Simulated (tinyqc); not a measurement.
Square on-chip spiral inductor, lumped pi model: two steps of the calculation.

Outer diameter do = di + 2 n wd + 2 (n - 1) sp, mean da = (do + di)/2, fill p = (do - di)/(do + di), length l = 4 n da. L = 2.34 mu0 n^2 da/(1 + 2.75 p), mu0 = 4 pi 1e-7 H/m. Rs = rho l/(wd delta (1 - exp(-th/delta))), delta = sqrt(rho/(pi f mu0)). Cs = n wd^2 eps0 eo/hu across the coil. At each end Cox = l wd eps0 eo/(2 ho) leads to the substrate branch Rsi = 2 rs he/(l wd) in parallel with Csi = l wd eps0 11.7/(2 he). With one end grounded Y = 1/(Rs + i w L) + i w Cs + 1/[1/(i w Cox) + 1/(1/Rsi + i w Csi)], w = 2 pi f; Q = -Im Y/Re Y. Eddy currents in neighbouring turns and in the substrate are left out.

Inputs (values chosen for the exercise); values of the order met in silicon radio-frequency processes:
- n = 5.5 (number of turns)
- wd = 15 um (line width)
- sp = 3 um (space between turns)
- di = 60 um (inner diameter)
- th = 2 um (metal thickness)
- rho = 2.2 uohm cm (metal resistivity)
- ho = 3.8 um (oxide below the coil)
- hu = 0.8 um (oxide between coil and underpass)
- eo = 4.1 (relative permittivity of the oxide)
- rs = 10 ohm cm (substrate resistivity)
- he = 30 um (effective spreading depth in the substrate)
- f = 1.3 GHz (frequency)

Constants: eps0 = 8.8541878128e-12 F/m. Results are converted to the units shown.

Question 1. Geometry and model elements. do, l, L, delta, Rs, Cs, Cox, Rsi and Csi as defined.

Wanted: do; l; L; delta; Rs; Cs; Cox; Rsi; Csi.

Answer 1.

do = 252.0 um
l = 3432 um
L = 5.154 nH
delta = 2.070 um
Rs = 3.925 ohm
Cs = 56.15 fF
Cox = 245.9 fF
Rsi = 116.6 ohm
Csi = 88.88 fF

Question 2. Admittance, quality factor and apparent inductance. Series branch 1/(Rs + i w L), substrate branch, total Y, Q = -Im Y/Re Y, apparent inductance Im(1/Y)/w, metal-only value w L/Rs, share of the loss in the substrate Re(substrate branch)/Re Y.

L = 5.1540782 nH
Rs = 3.9251251 ohm
Cs = 56.154919 fF
Cox = 245.89944 fF
Rsi = 116.55012 ohm
Csi = 88.883650 fF

Wanted: series branch; substrate branch; Y; Q; apparent inductance; w L/Rs; share of the loss in the substrate.

Answer 2.

series branch = 2.20-23.55i mS
substrate branch = 0.427+1.873i mS
Y = 2.62-21.22i mS
Q = 8.091
apparent inductance = 5.683 nH
w L/Rs = 10.73
share of the loss in the substrate = 16.28 %

Q is 75.4 % of the metal-only value.

Computed by the program tinyqc: `OMP_NUM_THREADS=1 python tinyqc.py 2302108 2302109 out.jsonl`, one thread of a shared Intel Xeon 2.30GHz, about 0.01 s for the whole run.
